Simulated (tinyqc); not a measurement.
Inside a calculation. Method: one-electron ion in a basis of Gaussians. One step of it, computed by the program tinyqc.

Problem. Generalised eigenproblem. Solve H C = S C e through S^(-1/2); each column has its largest component positive (the first on a tie).

H = T + V (hartree):
```
            1           2           3           4           5            6             7
1   -9.996299  -11.273211  -10.065548   -7.773571   -5.633381    -3.981611     -2.785325
2  -11.273211  -14.962408  -16.907983  -17.701368  -14.966236   -11.299984     -8.136963
3  -10.065548  -16.907983   -6.004929   -6.988427  -22.906674   -25.983830    -21.734091
4   -7.773571  -17.701368   -6.988427   95.835776  106.979078    12.317714    -31.891566
5   -5.633381  -14.966236  -22.906674  106.979078  667.036382   747.246214    284.462466
6   -3.981611  -11.299984  -25.983830   12.317714  747.246214  3406.164218   3819.011724
7   -2.785325   -8.136963  -21.734091  -31.891566  284.462466  3819.011724  15801.265764
```

S:
```
          1         2         3         4         5         6         7
1  1.000000  0.690887  0.291450  0.103305  0.034975  0.011715  0.003914
2  0.690887  1.000000  0.690790  0.291445  0.103279  0.034972  0.011713
3  0.291450  0.690790  1.000000  0.690880  0.291439  0.103293  0.034976
4  0.103305  0.291445  0.690880  1.000000  0.690779  0.291420  0.103283
5  0.034975  0.103279  0.291439  0.690779  1.000000  0.690849  0.291456
6  0.011715  0.034972  0.103293  0.291420  0.690849  1.000000  0.690838
7  0.003914  0.011713  0.034976  0.103283  0.291456  0.690838  1.000000
```

Give: eigenvalues of S; eigenvalues; coefficients.

Solution.

eigenvalues of S: 0.0658  0.1328  0.2837  0.5849  1.1269  1.9520  2.8540

eigenvalues (hartree): -17.9801  -3.5974  27.7312  220.2864  1164.1296  5504.7976  25708.6307

coefficients:
```
        1        2        3        4        5        6        7
1  0.1295   1.3150  -0.6772  -0.2314   0.0924  -0.0395   0.0171
2  0.6611  -0.7796   1.6943   0.7499  -0.3003   0.1276  -0.0551
3  0.2933  -0.1421  -1.4374  -1.5751   0.7268  -0.3072   0.1315
4  0.0546  -0.0345   0.0278   1.6128  -1.4943   0.7016  -0.2975
5  0.0099  -0.0041  -0.0346  -0.1317   1.6561  -1.4437   0.6687
6  0.0014  -0.0009   0.0015   0.0343  -0.1739   1.6447  -1.3606
7  0.0003  -0.0001  -0.0010  -0.0031   0.0292  -0.1523   1.4981
```

For Z = 6 and l = 0 the exact lowest level is -Z^2/(2 n^2) with n = l + 1: -18.000000 hartree.
